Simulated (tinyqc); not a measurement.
## Silicon n-p-n transistor, Gummel numbers and transit times: Cut-off frequency against collector current

One-dimensional n-p-n transistor in the forward active mode at low injection. In the base p(x) = NB exp(-eta x/wb) and ni(x)^2 = ni^2 exp((g0 + g1 x/wb)/Vt); electrons leave the base at vsat; band spikes at the emitter junction and recombination inside the emitter are ignored.

f(x) = p(x) ni^2/ni(x)^2; I(x) = integral from x to wb of f/Dn, plus f(wb)/vsat; base Gummel number GB = I(0); electron density per unit flux n/(J/q) = I/f; base transit time tauB = integral of I/f over the base. ni = sqrt(Nc Nv) exp(-Eg/(2 Vt)), Eg in volts; JC = J0 exp(VBE/Vt), J0 = q ni^2/GB; collector layer one-sided, Wc = sqrt(2 eps0 eps_r (Vbc + VCB)/(q NC)), Vbc = Vt ln(NB exp(-eta) NC/ni^2), Cjc = eps0 eps_r/Wc, tauC = Wc/(2 vsat). Delay 1/(2 pi fT) = tauE + tauB + tauC + tauR with tauE = Vt (Cj + Cjc)/JC and tauR = Rc Cjc. Charge stored in the emitter is left out. The Kirk effect, also left out, sets in near JC = q NC vsat. n(0) = (JC/q) I(0)/f(0).

Parameters, values chosen for the exercise; band and dielectric values close to those of silicon:
- T = 300 K (temperature)
- Eg = 1.14 eV (band gap)
- eps_r = 11.8 (relative permittivity)
- Nc = 2.82e19 cm^-3 (conduction-band density of states at T)
- Nv = 2.67e19 cm^-3 (valence-band density of states at T)
- vsat = 1.01e7 cm/s (saturation velocity)
- wb = 56 nm (neutral base width)
- NB = 5.2e17 cm^-3 (base doping at the emitter edge)
- eta = 1 (doping falls as exp(-eta x/wb))
- g0 = 0 eV (gap reduction at the emitter edge of the base)
- g1 = 0 eV (further gap reduction across the base (linear))
- Dn = 4.9 cm^2/s (electron diffusion coefficient in the base)
- NC = 1.3e16 cm^-3 (collector doping)
- VCB = 0.1 V (collector-base reverse bias)
- Cj = 1.7 fF/um^2 (emitter junction capacitance)
- Rc = 9.7 ohm um^2 (emitter plus collector resistance)

Constants: q = 1.602176634e-19 C, kB = 1.380649e-23 J/K, Vt = kB T/q, eps0 = 8.8541878128e-14 F/cm where lengths are in cm. Results are converted to the units shown.

The same in every row: tauB (ps) = 2.705; tauC (ps) = 1.499; tauR (ps) = 0.003347.

Result of one run:

| VBE (V) | tauE (ps) | fT (GHz) | JC/(q NC vsat) | n(0)/NB |
|---|---|---|---|---|
| 0.7644 | 35.25 | 4.034 | 0.007130 | 0.001366 |

Which collector current density JC gave this result: 0.0015, 0.032, 0.069 or 0.32 mA/um^2?

JC = 0.0015 mA/um^2.

The whole series:

| JC (mA/um^2) | VBE (V) | tauE (ps) | fT (GHz) | JC/(q NC vsat) | n(0)/NB |
|---|---|---|---|---|---|
| 0.0007 | 0.7447 | 75.53 | 1.996 | 0.003328 | 6.376e-4 |
| 0.0015 | 0.7644 | 35.25 | 4.034 | 0.007130 | 0.001366 |
| 0.0032 | 0.7840 | 16.52 | 7.678 | 0.01521 | 0.002915 |
| 0.0069 | 0.8039 | 7.662 | 13.41 | 0.03280 | 0.006285 |
| 0.015 | 0.8240 | 3.525 | 20.58 | 0.07130 | 0.01366 |
| 0.032 | 0.8435 | 1.652 | 27.16 | 0.1521 | 0.02915 |
| 0.069 | 0.8634 | 0.7662 | 32.00 | 0.3280 | 0.06285 |
| 0.15 | 0.8835 | 0.3525 | 34.91 | 0.7130 | 0.1366 |
| 0.32 | 0.9031 | 0.1652 | 36.40 | 1.521 | 0.2915 |

fT rises from 2.00 to 36.4 GHz as the charging time falls as 1/JC; its limit for vanishing tauE is 37.8 GHz, of which the largest delay is tauB (64.3 %). tauE equals the other delays together at JC = 0.0126 mA/um^2. For JC = 0.15, 0.32 JC nears or passes q NC vsat, where base push-out would lower fT. For JC = 0.32 the electron density at the emitter edge exceeds a fifth of NB, beyond low injection.

Range of the model: Heavy doping makes emitter or base degenerate; gE and g0 are to be read as apparent gap changes that include this.

Numbers from tinyqc (`OMP_NUM_THREADS=1 python tinyqc.py 2320135 2320136 out.jsonl`; about 0.01 s on one thread of a shared Intel Xeon 2.30GHz).
